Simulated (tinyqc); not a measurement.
Carrier lifetime of an n-type layer with SRH, radiative, Auger and surface recombination: two steps of the calculation.

Uniform excess density dn = dp (no trapping), n = n0 + dn, p = p0 + dn, Boltzmann statistics, full ionisation. Surfaces enter as a rate 2 S dn/d, which holds while diffusion to them is fast.

Inputs (values chosen for the exercise); band and dielectric values close to those of silicon: temperature T = 250 K; radiative coefficient B = 4.63e-15 cm^3/s; Auger coefficient (two electrons) Cn = 3.5e-31 cm^6/s; Auger coefficient (two holes) Cp = 1.7e-31 cm^6/s; surface recombination velocity (both faces) S = 0 cm/s; sample thickness d = 10 um; generation rate G = 1.3e21 cm^-3 s^-1.

Constants: q = 1.602176634e-19 C, kB = 1.380649e-23 J/K, Vt = kB T/q. Results are converted to the units shown.

Problem 1. New dn. With e = n p - ni^2 = dn (n0 + p0 + dn): U_SRH = e/(tp0 (n + n1) + tn0 (p + p1)), U_rad = B e, U_Aug = (Cn n + Cp p) e, U_s = 2 S dn/d. Substitution: tau = dn/U with U the sum, dn(new) = G tau.

dn at the start = 1e18 cm^-3
n0 = 7.9e14 cm^-3
p0 = 14.237492 cm^-3
n1 = 4.8513455e13 cm^-3
p1 = 231.84534 cm^-3
tn0 = 6.2034739e-5 s
tp0 = 2.0678246e-6 s

Give: U_SRH; U_rad; U_Aug; U_s; tau; dn after iteration 1.

Solution 1.

U_SRH = 1.5612e22 cm^-3 s^-1
U_rad = 4.6337e21 cm^-3 s^-1
U_Aug = 5.2069e23 cm^-3 s^-1
U_s = 0 cm^-3 s^-1
tau = 1.8487e-6 s
dn after iteration 1 = 2.4033e15 cm^-3

Problem 2. Lifetime, shares and quasi-Fermi splitting. tau = dn/U, shares of U, splitting Vt ln(n p/ni^2), radiative efficiency U_rad/U.

converged dn = 6.9641627e16 cm^-3
ni = 1.0605479e8 cm^-3
n0 = 7.9e14 cm^-3
p0 = 14.237492 cm^-3
n1 = 4.8513455e13 cm^-3
p1 = 231.84534 cm^-3
tn0 = 6.2034739e-5 s
tp0 = 2.0678246e-6 s

Give: tau; shares; quasi-Fermi splitting.

Solution 2.

tau = 5.3570e-5 s
shares (%): SRH 84.485, radiative 1.747, Auger 13.768, surface 0.000
quasi-Fermi splitting = 0.87502 V

SRH recombination takes the largest share. dn is 88 times the doping: high injection.

Computed by the program tinyqc: `OMP_NUM_THREADS=1 python tinyqc.py 2300137 2300138 out.jsonl`, one thread of a shared Intel Xeon 2.30GHz, about 0.01 s for the whole run.
